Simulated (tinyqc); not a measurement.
Worked calculation: hydrogenic donor in a hard-walled well (variational). Values are carried at full precision from step to step, so a last printed digit may differ when a step is redone from the rounded ones.

Constants: Ry = 13.60569312 eV; a0 (Bohr radius) = 0.5291772105 angstrom; hbar^2/2m0 = 3.80998211 eV angstrom^2; e^2/(4 pi eps0) = 14.39964547 eV angstrom.

Inputs chosen for the exercise (near those of GaAs; the results hold for these values, not for the real material):
- m = 0.067 m0 (mass)
- eps = 13.3 (dielectric constant)
- L = 452 angstrom (well width)
- zi = 138 angstrom (position of the donor from the centre)
- lam = 149 angstrom (trial length)
- lams = (67, 86, 104, 122, 147, 177, 220) angstrom (trial lengths)

## Bulk donor

Ry* = Ry m/eps^2, a* = a0 eps/m, and the subband energy c (pi/L)^2/m with c = hbar^2/2m0.

Ry* = 5.153 meV
a* = 105.05 angstrom
subband energy = 2.75 meV

## One trial length

Trial function cos(pi z/L) exp(-r/lam), r measured from the donor at zi, walls at +/- L/2, one eps everywhere. Counted from the lowest subband, E(lam) = c/(m lam^2) - (q/eps) I0/I1, with I0 the integral of cos^2(pi z/L) exp(-2|z - zi|/lam) over the well and I1 the same with the factor (|z - zi| + lam/2); c = hbar^2/2m0, q = e^2/(4 pi eps0). The binding energy is -E at the minimum.

Evaluate I0, I1 and both terms.

I0 = 56.196 angstrom
I1 = 8307.7 angstrom^2
kinetic term = 2.561 meV
Coulomb term = -7.324 meV
E = -4.762 meV

## Scan and minimum

E for each trial length, then the minimum.

Scan:
```
lam (angstrom)  kinetic (meV)  Coulomb (meV)  E (meV)
67                     12.668        -15.381   -2.713
86                      7.689        -11.999   -4.311
104                     5.258        -10.025   -4.767
122                     3.821         -8.683   -4.863
147                     2.632         -7.406   -4.774
177                     1.815         -6.374   -4.559
220                     1.175         -5.393   -4.218
```

best lam = 122.3 angstrom
binding energy = 4.86 meV
in Ry* = 0.944

At L = 4.30 a* this donor is bound about as strongly as in the bulk: the trial value is a lower bound, low by up to a tenth off the centre, and cannot decide the side.

## Checks

- Binding at the centre of a very wide well (200 a*) against Ry*, meV: both 5.15.
- Binding in a very thin well (a*/2000) against 4 Ry*, meV: both 20.6.

Run: tinyqc, `OMP_NUM_THREADS=1 python tinyqc.py 1282533 1282534 out.jsonl`; Intel(R) Xeon(R) Processor @ 2.30GHz, one thread, shared host; about 0.06 s of CPU time with all checks.
